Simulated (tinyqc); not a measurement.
# Born-Mayer model of an ionic crystal AB, step by step

A worked calculation. Computed by tinyqc, a small Python program that keeps every step. Command: `OMP_NUM_THREADS=1 python tinyqc.py 3024997 3024998 out.jsonl bornmayer walk`. One thread of a shared host (Intel(R) Xeon(R) Processor @ 2.30GHz), about 0.01 s of CPU time with the checks. Intermediate numbers are printed to about 7 digits and carried at full precision; extremes and crossings named in words are read from the listed rows.

Energies are per ion pair and r is the nearest distance of unlike ions.

Inputs (values chosen for the exercise, for a model salt): ionic charge z = 1; unlike repulsion lambda = 11200 eV; range rho = 0.3 angstrom; like repulsion lambda2 = 1700 eV; dispersion C between like ions = 110 eV angstrom^6; pressure P = 10 GPa.

Structure: rock salt. Short range: with like-ion terms.

Constants: e^2/(4 pi eps_0) = 14.39964548 eV angstrom; 1 eV/angstrom^3 = 160.2176634 GPa.

## Equilibrium distance at zero pressure

Madelung constant M, unlike neighbours z1, like neighbours z2 at f r, volume per pair: rock salt 1.747565, 6, 12, sqrt2, 2 r^3; caesium chloride 1.762675, 8, 6, 2/sqrt3, 8 r^3/(3 sqrt3); zinc blende 1.638055, 4, 12, sqrt(8/3), 16 r^3/(3 sqrt3). U(r) = -M z^2 e^2/(4 pi eps_0 r) + z1 lambda exp(-r/rho) + z2 [lambda2 exp(-f r/rho) - C/(f r)^6] (one mean like-ion term for both sublattices). Newton steps on g(r) = U'(r), from r = 9 rho: r(new) = r - U'(r)/U''(r), with the move limited to 0.3 angstrom. Where U'' is negative, move 0.3 angstrom downhill. Stop when |U'| is below 1e-9.

Newton steps:
```
step  r (angstrom)  U' (eV/angstrom)  U'' (eV/angstrom^2)
1         2.700000     -2.353081e+01             88.48041
2         2.965944     -8.122624e+00             35.27148
3         3.196232     -2.560966e+00             15.57615
4         3.360648     -6.364664e-01              8.49581
5         3.435564     -8.265026e-02              6.38044
6         3.448517     -2.044811e-03              6.06707
7         3.448854     -1.342835e-06              6.05910
8         3.448855     -5.803413e-13              6.05910
```

equilibrium distance r0 = 3.448855 angstrom

## Terms of the lattice energy

The formulas are those given above.

terms (eV): Coulomb -7.296427, unlike repulsion 0.683346, like repulsion 0.001774, dispersion -0.098047

lattice energy U = -6.709354 eV per pair

The short-range terms together cancel 8.0 % of the Coulomb energy.

## Bulk modulus

B = U''(r0)/(9 c r0), with the volume written as c r^3.

U''(r0) = 6.059098 eV/angstrom^2

bulk modulus B = 15.63763 GPa

## Under pressure

With the volume written as c r^3, under pressure take the root at the minimum of the enthalpy and solve U'(r) + 3 c r^2 P = 0; H = U + P V; B = (U'' - 2 U'/r)/(9 c r).

distance at P = 3.132596 angstrom

volume at P = 61.48133 angstrom^3

enthalpy at P = -2.401447 eV per pair

bulk modulus at P = 62.29892 GPa

The volume shrinks by 25.06 %, against P/B = 63.95 % in linear elasticity: the crystal stiffens.

## Three structures under pressure

The formulas are those given above.

Enthalpy (eV per pair):
```
P (GPa)  rock salt  caesium chloride  zinc blende
0         -6.70935          -6.62681     -6.45718
2         -5.73765          -5.80791     -5.13225
5         -4.41097          -4.67526     -3.37414
10        -2.40145          -2.94243     -0.76257
20         1.19110           0.18436      3.82762
40         7.47305           5.70202     11.72603
70        15.70748          12.99227     21.93862
100       23.11460          19.58768     31.03587
```

volumes at zero pressure (angstrom^3): rock salt 82.0455, caesium chloride 68.5279, zinc blende 114.3745

At zero pressure the order is rock salt < caesium chloride < zinc blende. Between 0 and 2 GPa the lowest enthalpy passes from rock salt to caesium chloride. Pressure favours the denser structure, through P V. The Madelung constants, the number of repulsive contacts and the volumes (82.0, 68.5, 114.4 angstrom^3 at P = 0) all matter. Caution: rigid ions with fixed charges leave out polarisation and covalency, so such models often misplace transition pressures.

Checks made by the program: Madelung constant against an Ewald sum (relative difference 2e-07); Newton against bracketing (relative difference below 1e-10).
